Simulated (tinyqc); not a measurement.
BHZ model on a square lattice (one spin block): one step. Edge state of the continuum model.

h(k) = e0 + d.s with s the Pauli matrices in the basis (E, H), k in units of 1/a: dx = (A/a) sin kx, dy = (A/a) sin ky, dz = M - (2B/a^2)(2 - cos kx - cos ky), e0 = -(2D/a^2)(2 - cos kx - cos ky). The other spin block is h*(-k). For small k this is the continuum model with dz = M - B k^2.

Parameters, chosen for this exercise (of the size used for HgTe wells; not measured data): A = 3.86 eV angstrom; B = -70 eV angstrom^2; D = -53.3 eV angstrom^2; M = -0.027 eV (mass term).

Question. At a hard wall the state is exp(-l1 y) - exp(-l2 y). At kx = 0: E = -D M/B, slope hbar v = A sqrt(1 - D^2/B^2), l = F -/+ sqrt(F^2 - M/B) with F = |A|/(2 sqrt(B^2 - D^2)); complex l means an oscillating tail. Penetration 1/Re(l1).

Give: E at kx = 0; hbar v; l1, l2; penetration.

Answer.

E at kx = 0 = 20.559 meV
hbar v = 2.5022 eV angstrom

l1, l2 (1/angstrom): 0.00481  0.08026

penetration = 208.1 angstrom

Program tinyqc; command `OMP_NUM_THREADS=1 python tinyqc.py 1451578 1451579 out.jsonl`; about 0.06 s on one thread of a shared Intel(R) Xeon(R) Processor @ 2.30GHz.
